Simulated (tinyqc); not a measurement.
What each parameter does: polytypes by hexagonality, and a cubic inclusion as a quantum well.

Gap: E3 + (E2 - E3) h. Valence top Ev2 h and polarisation P2 h, both counted from 3C; Ec = Ev + gap.

A cubic inclusion of width L = N d in the host (h = 1) is a well of depth V = Ec(host) - Ec(3C). Square well with mass mismatch: k tan(k L/2) = (m_w/m_b) q, k = sqrt(m_w E/c), q = sqrt(m_b (V - E)/c), c = hbar^2/2m0, lowest root. The depth of the level, V - E, is its binding, and the transition to the valence top of the host is gap(host) - (V - E). The step in polarisation gives a field |F| = |P|/(eps eps0) in a thin inclusion, eps0 = 8.8541878e-12 F/m.

Constants: hbar^2/2m0 = 3.80998211 eV angstrom^2.

Inputs chosen for the exercise (of the order of those of InAs; shifted at random, so the results belong to these values and not to a real crystal): E3 = 0.416 eV (gap of the cubic polytype); E2 = 0.462 eV (gap of 2H); Ev2 = 0.038 eV (valence top of 2H above that of 3C); P2 = 0.0017 C/m^2 (spontaneous polarisation of 2H); m = (0.024, 0.024) m0 (electron mass along c in the cubic layer and in the host); d = 3.492 angstrom (thickness of a double layer); eps = 14.6 (dielectric constant); N = 6 (double layers in the cubic inclusion).

Well depth, depth of the level, transition without the field and field.

One parameter was then changed.

Results before and after:

| case | V (eV) | depth (eV) | transition (eV) | \|F\| (MV/cm) |
|---|---|---|---|---|
| base | 0.0840 | 0.0045 | 0.4575 | 0.132 |
| changed | 0.1140 | 0.0081 | 0.4539 | 0.132 |

Which of these changes was made? (a) Ev2 = 0.068 eV; (b) m = (0.029, 0.024) m0; (c) N = 7; (d) E3 = 0.396 eV; (e) P2 = 0.0022 C/m^2; (f) eps = 15.6; (g) E2 = 0.492 eV.

Answer: (a) Ev2 = 0.068 eV. Of the candidates, run in turn, only this one gives the changed row.

All candidates:

| case | V (eV) | depth (eV) | transition (eV) | \|F\| (MV/cm) |
|---|---|---|---|---|
| base | 0.0840 | 0.0045 | 0.4575 | 0.132 |
| N = 7 | 0.0840 | 0.0060 | 0.4560 | 0.132 |
| Ev2 = 0.068 eV | 0.1140 | 0.0081 | 0.4539 | 0.132 |
| E3 = 0.396 eV | 0.1040 | 0.0068 | 0.4552 | 0.132 |
| E2 = 0.492 eV | 0.1140 | 0.0081 | 0.4839 | 0.132 |
| P2 = 0.0022 C/m^2 | 0.0840 | 0.0045 | 0.4575 | 0.170 |
| eps = 15.6 | 0.0840 | 0.0045 | 0.4575 | 0.123 |
| m = (0.029, 0.024) m0 | 0.0840 | 0.0046 | 0.4574 | 0.132 |

tinyqc: `OMP_NUM_THREADS=1 python tinyqc.py 1880982 1880983 out.jsonl`; about 0.04 s, one thread, shared Intel(R) Xeon(R) Processor @ 2.30GHz.
